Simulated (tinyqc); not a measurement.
Inside a calculation: overlap of hydrogenic dopants: pairs, impurity band and the Mott density. Values are carried at full precision from step to step, so a last printed digit may differ when a step is redone from the rounded ones.

Ry* = Ry m/eps^2, aB = a0 eps/m. For 1s orbitals a distance rho = R/aB apart, in Ry*: overlap S = exp(-rho)(1 + rho + rho^2/3), J = (2/rho)(1 - (1 + rho) exp(-2 rho)) (attraction to the other ion), Kx = 2 (1 + rho) exp(-rho) (exchange of one electron). One electron on a pair has E = -1 - (J +/- Kx)/(1 +/- S), without the repulsion 2/rho of the ions. Hopping after orthogonalisation: t = (Kx - S J)/(1 - S^2), half the splitting. Dopants on a lattice with z neighbours, n = 1/R^3 (simple cubic), give a band of width B = 2 z t, as on any lattice of two interpenetrating sublattices. Valleys, central cells and disorder are left out.

Constants: Ry = 13.60569312 eV; a0 (Bohr radius) = 0.5291772105 angstrom; hbar = 6.58211957e-16 eV s.

Inputs chosen for the exercise (an isotropic mass and dielectric constant of the size used for donors in Si; the results hold for these values, not for the real material):
```
symbol  value   unit    meaning
m       0.285   m0      mass
eps     11.4            dielectric constant
N       0.0049  1/aB^3  dopant density
rho     2.7     aB      distance of a pair
u       0.945   Ry*     cost of a second electron on one dopant
z       6               neighbours in the dopant lattice
```

## Scales

Form Ry*, aB, and the density N in 1/cm^3 (1/angstrom^3 = 1e24/cm^3).

Ry* = 29.837 meV
aB = 21.167 angstrom
density = 5.167e+17 1/cm^3

## A pair with one electron

Form S, J, Kx, the two levels, t, and the total energy of the lower state with the repulsion, relative to a distant pair (-1).

S, J, Kx: [0.41197, 0.72836, 0.49732]

levels (Ry*): even -1.86807, odd -1.39291

t = 0.23758 Ry*
energy of the pair against a distant one (negative: bound) = -0.12733 Ry*

In this host the pair is 5.7 nm long and its splitting 2t is 14.18 meV.

## The pair with two electrons (two-site Hubbard model)

t is the hopping between the two dopants. Singlet at (u - sqrt(u^2 + 16 t^2))/2 below the triplet at 0; estimate 4 t^2/u; weight of double occupancy (1 - u/sqrt(u^2 + 16 t^2))/2; swap time pi hbar/Jx with Jx the splitting in eV. t and u are in units of Ry*.

singlet-triplet splitting (meV): exact 5.896, 4 t^2/u 7.129

double occupancy = 0.1474
swap time = 0.351 ps

The estimate is 20.9 % too high at 4t/u = 1.01.

## The impurity band at this density

Form R/aB, t, B = 2 z t and N^(1/3) aB. Two estimates of the gap between the Hubbard bands: u - B (rigid bands, closing at B = u) and the Hubbard-III rule, which closes at B = (2/sqrt3) u; give B/u.

R/aB = 5.8876
t = 0.02089 Ry*

B: in Ry* 0.251, in meV 7.479

N^(1/3) aB = 0.1698
B/u = 0.265

Both rules leave a gap: an insulator at T = 0. Mott's screening rule, N^(1/3) aB = 0.26, puts this density on the insulating side.

## Checks

- Overlap S against numerical integration in elliptic coordinates: both 0.41197.

tinyqc: `OMP_NUM_THREADS=1 python tinyqc.py 1480331 1480332 out.jsonl`; about 0.01 s, one thread, shared Intel(R) Xeon(R) Processor @ 2.30GHz.
